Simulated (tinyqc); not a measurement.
Convergence with cell size: Koster-Slater impurity in a tight-binding band, by Green functions and by supercells. Computed by tinyqc, a small Python program. Command: `OMP_NUM_THREADS=1 python tinyqc.py 3022517 3022518 out.jsonl kosterslater walk`. One thread of a shared host (Intel(R) Xeon(R) Processor @ 2.30GHz), about 0.03 s of CPU time with the checks.

One orbital per site, e(k) = -2 t sum cos(k_i) over 1 direction(s), band from -2 t to 2 t, lattice constant 1. One site has the extra energy U. Spin is left out.

Inputs (values chosen for the exercise, for a model band): hopping t = 1.3 eV; impurity potential U = -2.25 eV.

Lattice: chain.

Method:
- Outside the band G0(E) = sign(E)/sqrt(E^2 - 4 t^2).
- A bound state solves 1/U = G0(E).
- Bisection in ln(distance from the edge) between 1e-5 t and |U| + t. Weight on the impurity site: -1/(U^2 dG0/dE), by a central difference with step min(1e-4 t, distance/30). Decay length along an axis: 1/arccosh(1 + distance/(2 t)).
- In a periodic cell of N sites along each direction with Bloch vector K, the level solves 1/U = N^-d sum_k 1/(E - e(k)), k_i = (2 pi m_i + K_i)/N, m_i = 0..N-1; the outermost root on the side of U is taken (bisection). d is the number of directions. Gamma means K_i = 0, the zone corner K_i = pi, the quarter point K_i = pi/2.
- Even N; errors against the isolated level E_b, set to 0 below 1e-6 t.

level E_b = -3.43839 eV

decay length = 1.27728 sites

Error of the level (eV):
```
N   sites        Gamma      corner  quarter point
4       4  -1.1226e-01  1.5802e-01     5.7071e-03
6       6  -2.5443e-02  2.8552e-02     2.4511e-04
8       8  -5.5168e-03  5.7071e-03     1.0686e-05
12     12  -2.4454e-04  2.4511e-04              0
16     16  -1.0685e-05  1.0686e-05              0
24     24            0           0              0
```

What does the comparison show, and why?

The error at Gamma falls exponentially, between the last two resolved rows by exp(-0.783) per site against 1/(decay length) = 0.783. Gamma and the corner err in opposite directions. Among the sizes listed an error below 1 meV is first reached at N = 12 at Gamma; at the quarter point N = 6 is enough.

Extremes, crossings and ranges named in words are read from the listed rows.
